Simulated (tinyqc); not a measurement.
## Lifetime from the low-frequency admittance

Question. At low frequency a p+-n diode with a base of width wb has C_diff/G = (tau/2)(1 - 2 x/sinh 2x), x = wb/sqrt(Dp tau). Find tau, x and the limit of C_diff/G for infinite lifetime, wb^2/(3 Dp).

Values chosen for this exercise:
```
symbol,value,unit,meaning
Dp,8.5,cm^2/s,hole diffusion coefficient
wb,3.5,um,width of the neutral base
```

G = 0.63642354 S/cm^2
C_diff = 0.0028635098 uF/cm^2

Solution. The ratio rises steadily with tau from tau/2 (long base) towards wb^2/(3 Dp) (short base), so one lifetime matches as long as the ratio is below that limit.

tau = 1.000e-7 s
x = 0.3796
limit of C_diff/G = 4.804e-9 s

Computed by the program tinyqc: `OMP_NUM_THREADS=1 python tinyqc.py 2890213 2890214 out.jsonl`, one thread of a shared Intel Xeon 2.30GHz, about 0.01 s for the whole run.
